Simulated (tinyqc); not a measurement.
Capillary instabilities by surface diffusion: grooving and agglomeration of films, edge retraction, wire break-up and smoothing of roughness: one step, computed by the program tinyqc.

Isotropic surface energy; shapes change by surface diffusion alone.

Task: Will grooves cut through? Groove angle beta: sin(beta) = gamma_b/(2 gamma). For circular grains of radius R with spherical caps the groove ends (measured from the mean surface) at the depth R g(beta), g = (2 - 3 cos beta + cos^3 beta)/(3 sin^3 beta). The film parts if R g(beta_s) > h.

Inputs (values chosen for the exercise, for a model film):

| quantity | value | unit |
|---|---|---|
| surface energy gamma_s | 2.89 | J/m^2 |
| grain-boundary energy gamma_b | 1.1 | J/m^2 |
| film thickness h | 3.3 | nm |
| grain radius R | 62 | nm |

Grooves: at the surface only.

Give: beta_s; sum of g; critical R/h; final depth over h.

Result:

beta_s = 10.97 degrees

sum of g = 0.04816

critical R/h = 20.76

final depth over h = 0.9049

The grooves stop short by this estimate; triple junctions groove deeper and may still open.
